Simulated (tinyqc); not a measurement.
Geometry optimisation on the RHF/sto-6g surface (energies and gradients from PySCF), for BeH2, spin multiplicity 1, step by step. Computed by tinyqc, a small Python program that keeps every step (integrals from PySCF). Settings: charge = 0, multiplicity = 1, basis = sto-6g, optimiser = bfgs, first Hessian = 1.0, largest step = 0.3, iteration cap = 30. Command: `OMP_NUM_THREADS=1 python tinyqc.py 29704 29705 out.jsonl` (the two numbers bound the seeds that draw the settings). One thread of a shared host (Intel(R) Xeon(R) Processor @ 2.60GHz), about 2 s of CPU time with the checks.

## Step 1: energy and gradient

positions at the start (bohr), order 1Be, 2H, 3H:
```
[[-0.069920, 0.028346, 0.058582],
 [0.007559, 2.469872, 0.030236],
 [-0.092597, -2.331922, -0.056692]]
```

Self-consistent energy and analytic gradient at these positions.

energy = -15.72534779 hartree

gradient (hartree/bohr), order 1Be, 2H, 3H:
```
[[-0.00144348, -0.02025687, 0.00242260],
 [0.00069545, 0.00391145, -0.00160629],
 [0.00074803, 0.01634542, -0.00081631]]
```

## Step 1: move

Quasi-Newton step p = -H^(-1) g (first H = 1 times the unit matrix); steps longer than 0.3 bohr are cut back.

positions after step 1 (bohr), order 1Be, 2H, 3H:
```
[[-0.068476, 0.048603, 0.056159],
 [0.006863, 2.465961, 0.031842],
 [-0.093345, -2.348267, -0.055875]]
```

## Step 2: energy and gradient

As before.

energy = -15.72580472 hartree

gradient (hartree/bohr), order 1Be, 2H, 3H:
```
[[-0.00109795, -0.00479801, 0.00263937],
 [0.00048153, -0.00193716, -0.00146102],
 [0.00061642, 0.00673517, -0.00117835]]
```

## Step 2: move

inverse Hessian in use (bohr^2/hartree):
```
[[1.005335, 0.043826, -0.011286, -0.002432, -0.000082, 0.006637, -0.002904, -0.043744, 0.004649],
 [0.043826, 1.179311, -0.106270, -0.019166, 0.082976, 0.058594, -0.024660, -0.262287, 0.047676],
 [-0.011286, -0.106270, 1.022854, 0.005204, 0.006456, -0.013734, 0.006082, 0.099814, -0.009120],
 [-0.002432, -0.019166, 0.005204, 1.001105, -0.000336, -0.003043, 0.001327, 0.019503, -0.002161],
 [-0.000082, 0.082976, 0.006456, -0.000336, 0.961270, -0.001989, 0.000419, -0.044246, -0.004467],
 [0.006637, 0.058594, -0.013734, -0.003043, -0.001989, 1.008165, -0.003594, -0.056605, 0.005569],
 [-0.002904, -0.024660, 0.006082, 0.001327, 0.000419, -0.003594, 1.001577, 0.024241, -0.002487],
 [-0.043744, -0.262287, 0.099814, 0.019503, -0.044246, -0.056605, 0.024241, 1.306533, -0.043210],
 [0.004649, 0.047676, -0.009120, -0.002161, -0.004467, 0.005569, -0.002487, -0.043210, 1.003551]]
```

Quasi-Newton step p = -H^(-1) g (the inverse Hessian comes from BFGS updates; coordinates in the order x, y, z of each atom); steps longer than 0.3 bohr are cut back.

positions after step 2 (bohr), order 1Be, 2H, 3H:
```
[[-0.066820, 0.056683, 0.052240],
 [0.006133, 2.468493, 0.034027],
 [-0.094271, -2.358881, -0.054142]]
```

## Step 3: energy and gradient

As before.

energy = -15.72589050 hartree

gradient (hartree/bohr), order 1Be, 2H, 3H:
```
[[-0.00090776, 0.00122959, 0.00257235],
 [0.00039140, -0.00335731, -0.00132140],
 [0.00051636, 0.00212772, -0.00125095]]
```

## Step 3: move

inverse Hessian in use (bohr^2/hartree):
```
[[1.037340, 0.112534, -0.093564, -0.016438, 0.077981, 0.050765, -0.020902, -0.190515, 0.042800],
 [0.112534, 1.088062, -0.300834, -0.048955, 0.330114, 0.158534, -0.063579, -0.418176, 0.142300],
 [-0.093564, -0.300834, 1.233032, 0.041234, -0.188258, -0.126787, 0.052331, 0.489092, -0.106245],
 [-0.016438, -0.048955, 0.041234, 1.007234, -0.034593, -0.022361, 0.009204, 0.083548, -0.018872],
 [0.077981, 0.330114, -0.188258, -0.034593, 1.125170, 0.103908, -0.043387, -0.455283, 0.084349],
 [0.050765, 0.158534, -0.126787, -0.022361, 0.103908, 1.068894, -0.028404, -0.262442, 0.057893],
 [-0.020902, -0.063579, 0.052331, 0.009204, -0.043387, -0.028404, 1.011698, 0.106967, -0.023927],
 [-0.190515, -0.418176, 0.489092, 0.083548, -0.455283, -0.262442, 0.106967, 1.873459, -0.226650],
 [0.042800, 0.142300, -0.106245, -0.018872, 0.084349, 0.057893, -0.023927, -0.226650, 1.048351]]
```

As before.

positions after step 3 (bohr), order 1Be, 2H, 3H:
```
[[-0.064971, 0.058659, 0.047337],
 [0.005326, 2.473668, 0.036620],
 [-0.095313, -2.366031, -0.051832]]
```

## Convergence

Stop when the largest gradient component is below 3e-5 hartree/bohr. The inverse Hessian follows the BFGS update with s = step, y = change of gradient.

Course of the optimisation:
```
step   E (hartree)  largest gradient (hartree/bohr)
1     -15.72534779                         2.03e-02
2     -15.72580472                         6.74e-03
3     -15.72589050                         3.36e-03
4     -15.72593011                         2.63e-03
5     -15.72596945                         2.07e-03
6     -15.72598387                         1.63e-03
7     -15.72599648                         1.79e-03
8     -15.72600768                         1.74e-03
9     -15.72601522                         1.20e-03
10    -15.72601702                         3.51e-04
11    -15.72601715                         3.51e-05
12    -15.72601716                         2.07e-06
```

Final distances (angstrom):
```
pair    distance
2H-1Be  1.284158
3H-1Be  1.284158
3H-2H   2.568316
```

Converged in 12 steps.
